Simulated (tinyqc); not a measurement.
Self-consistent Fermi level with native defects, at growth and after a quench: one step, computed by the program tinyqc. Command: `OMP_NUM_THREADS=1 python tinyqc.py 3009384 3009385 out.jsonl scfermi walk`. One thread of a shared host (Intel(R) Xeon(R) Processor @ 2.30GHz), about 0.04 s of CPU time with the checks.

Energies are counted from the top of the valence band (VBM); when the gap shrinks with temperature the conduction band moves and the levels stay. D and A draw on one reservoir with opposite signs, as the two vacancies of a compound do.

Question. Equilibrium at growth. n = N_c F_1/2((E_F - E_g)/k_B T), p = N_v F_1/2(-E_F/k_B T). F_1/2(eta) = (2/sqrt(pi)) int_0^infinity sqrt(x)/(1 + exp(x - eta)) dx, by the trapezoid rule in t = sqrt(x) with step 0.02 up to t = 12 (for eta < -12 by exp(eta) - exp(2 eta)/2^(3/2)). In equilibrium c_q = N_s exp(-(E_f(q, 0) + q E_F)/k_B T). Net charge = p - n + sum q c_q; the log ratio is ln(positive charge/negative charge). E_F is the root of the log ratio, by 50 bisections between -0.5 eV and E_g + 0.5 eV.

Inputs (values chosen for the exercise, with bands modelled on CdS): site density N_s = 2.9e+22 cm^-3; growth temperature T_g = 1390 K.

Added shallow dopant: none.

E_g(T_g) = 2.203 eV

N_c(T_g) = 2.357045e+19 cm^-3

N_v(T_g) = 1.737346e+20 cm^-3

k_B T_g = 0.1197809 eV

E_f(q, E_F = 0) (eV): D(+2) 0.939, D(+1) 1.835, D(0) 2.783, A(0) 3.211, A(-1) 3.469, A(-2) 3.743

Give: E_F at growth; n at growth; p at growth; Defects at growth; total D; total A.

Answer.

E_F at growth = 1.014 eV

n at growth = 1.155e+15 cm^-3

p at growth = 3.649e+16 cm^-3

Defects at growth:
```
state  E_f (eV)  c (cm^-3)
D(+2)     2.968  5.039e+11
D(+1)     2.849  1.353e+12
D(0)      2.783  2.355e+12
A(0)      3.211  6.609e+10
A(-1)     2.455  3.651e+13
A(-2)     1.714  1.765e+16
```

total D = 4.212e+12 cm^-3

total A = 1.769e+16 cm^-3
